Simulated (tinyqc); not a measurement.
Polar nitride quantum well with polarisation fields: sweeps and comparisons. A value that a table varies takes the place of the one given here.

Growth along [0001]. e_par = (a_sub - a)/a, Ppz = 2 e_par (e31 - e33 C13/C33), P = Psp + Ppz in each layer; strain relaxation and the strain shift of the gaps are left out, although thick layers with more than about 1 % mismatch would relax.

In a periodic stack without free charge the potential drop over a period vanishes: F_w = (P_b - P_w) Lb/(eps0 (eps_w Lb + eps_b Lw)), F_b = -F_w Lw/Lb, eps0 = 8.8541878e-12 F/m; 1 MV/cm = 1e8 V/m = 0.01 V/angstrom.

Envelope functions on cells of 0.25 angstrom over barrier, well, barrier (widths Lb, Lw, Lb), psi = 0 beyond, psi'/m continuous (mean mass between points), c = hbar^2/2m0. With u(z) the integral of e F (F_w in the well, F_b = -F_w Lw/Lb in the barriers, 1 MV/cm = 0.01 V/angstrom), zero at the centre of the well, the electron sees u plus Vc in the barriers and the hole -u plus Vv. The transition is Eg + E_e + E_h; excitons are left out.

Constants: hbar^2/2m0 = 3.80998211 eV angstrom^2; hc = 1239.841984 eV nm.

Inputs chosen for the exercise (near those of an InGaN well in GaN; the results hold for these values, not for the real material):
- a_w = 3.274 angstrom (lattice constant a, well)
- a_b = 3.189 angstrom (lattice constant a, barrier)
- a_sub = 3.189 angstrom (in-plane lattice constant of the stack)
- Psp_w = -0.028 C/m^2 (spontaneous polarisation)
- Psp_b = -0.0337 C/m^2 (spontaneous polarisation)
- e31_w = -0.346 C/m^2
- e31_b = -0.327 C/m^2
- e33_w = 0.678 C/m^2
- e33_b = 0.663 C/m^2
- C_w = 0.282 (C13/C33)
- C_b = 0.269 (C13/C33)
- eps_w = 11.4 (dielectric constant)
- eps_b = 10.3 (dielectric constant)
- Lb = 75 angstrom (barrier width)
- Eg = 2.525 eV (gap of the well)
- Vc = 0.622 eV (conduction offset)
- Vv = 0.293 eV (valence offset)
- me = 0.169 m0 (electron, well)
- meb = 0.2 m0 (electron, barrier)
- mh = 1.43 m0 (hole, everywhere)
- Ls = (10, 14, 20, 28, 38, 50) angstrom (well widths)
- Lw = 30 angstrom (well width)

## Width of the well

Field, levels and overlap anew for each width.

Results:
```
Lw (angstrom)  F_w (MV/cm)  E (eV)  E without field (eV)  overlap^2  ln overlap^2
10                  -2.970  2.9488                2.9957      0.693         -0.37
14                  -2.848  2.7917                2.8733      0.575         -0.55
20                  -2.682  2.6095                2.7600      0.330         -1.11
28                  -2.489  2.4184                2.6772      0.107         -2.23
38                  -2.283  2.2222                2.6231     0.0162         -4.12
50                  -2.077  2.0254                2.5890   0.000987         -6.92
```

What does this show, and why?

The red shift grows from 47 to 564 meV. The line drops below Eg between 20 and 28 angstrom, which a square well can never do. Over the last two rows dE/dLw = -16.4 meV per angstrom, against -|e F_w| = -20.8 in the last row; the field itself weakens by 30 % over the table, since a wider well shares the drop with the barrier. The overlap falls by a factor 702.

## Screening the field

F_w = -2.4446 MV/cm

Carriers or a semipolar orientation reduce the field; here it is simply scaled in well and barrier.

Results:
```
share of the field  F_w (MV/cm)  E (eV)     nm  overlap^2  separation (angstrom)
1.0                      -2.445  2.3761  521.8      0.076                   18.8
0.8                      -1.956  2.4592  504.2       0.13                   17.1
0.6                      -1.467  2.5336  489.4       0.24                   14.9
0.4                      -0.978  2.5968  477.4       0.42                   11.9
0.2                      -0.489  2.6438  469.0       0.71                    7.6
0.0                       0.000  2.6633  465.5       0.97                    0.0
```

What does this show?

Full screening shifts the line by -56.3 nm (+287 meV). The first fifth of the screening gives 83 meV and the last fifth 19 meV; a purely quadratic shift would give a ratio of 9, a linear one 1, and here it is 4.3.

## What each parameter does

Polarisation, field, levels and overlap anew. Each row changes one parameter from the base and keeps the others.

Results:
```
case                    F_w (MV/cm)  E (eV)  overlap^2  red shift (meV)
base                         -2.445  2.3761      0.076              287
Lw = 35 angstrom             -2.341  2.2774      0.030              358
Lb = 60 angstrom             -2.292  2.4044      0.093              259
a_sub = 3.199 angstrom       -2.436  2.3776      0.077              286
Psp_b = -0.0371 C/m^2        -2.692  2.3315      0.058              332
e33_w = 0.746 C/m^2          -2.517  2.3632      0.070              300
eps_w = 12.5                 -2.283  2.4044      0.092              259
mh = 1 m0                    -2.445  2.3947      0.096              275
Vc = 0.529 eV                -2.445  2.3617      0.068              295
```

What can be read from the table?

The largest shifts from the base row, up to three for each result and ties (the steps differ in size, so this ranks the rows, not the parameters). F_w (MV/cm): Psp_b -0.247, eps_w +0.162, Lb +0.152; unchanged at the printed digits by mh and Vc. E (eV): Lw -0.0987, Psp_b -0.0446, Lb +0.0283, eps_w +0.0283. overlap^2: Lw -0.0465, mh +0.0194, Psp_b -0.0186. red shift (meV): Lw +71, Psp_b +45, Lb -28, eps_w -28.

Computed by tinyqc, a small Python program: `OMP_NUM_THREADS=1 python tinyqc.py 1280326 1280327 out.jsonl` (the numbers bound the seed that draws the inputs); one thread of a shared host (Intel(R) Xeon(R) Processor @ 2.30GHz), about 0.04 s for the whole set of steps.
